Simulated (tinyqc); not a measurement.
Elastic strain and critical thickness of a cubic alloy layer A(1-x)B(x) on a thick substrate: one step, computed by the program tinyqc.

Strain is positive in tension. The layer is coherent with the substrate unless said otherwise.

Question. Isotropic constants and the prefactor A. Voigt averages: G = (C11 - C12 + 3 C44)/5, B = (C11 + 2 C12)/3, nu = (3 B - 2 G)/(2 (3 B + G)); b = a/sqrt(2). The 60-degree dislocation has cos alpha = 1/2, and cos lambda = 1/2 on (001). Matthews-Blakeslee: h_c = A [ln(h_c/b) + 1], A = b (1 - nu cos^2 alpha)/(4 pi |f| (1 + nu) cos lambda), the factor 4 pi being that of a buried layer, with a dislocation at both interfaces.

Growth plane: (001). Layer: buried under a thick cap. Misfit dislocation: 60-degree.

elastic constants (GPa): C11 160.750, C12 59.475, C44 78.000

free lattice constant a = 5.5445 angstrom

misfit f = 0.01956894

Give: shear modulus G; Poisson ratio nu; Burgers vector b; prefactor A.

Answer.

shear modulus G = 67.055 GPa

Poisson ratio nu = 0.20993

Burgers vector b = 0.39206 nm

prefactor A = 2.4970 nm
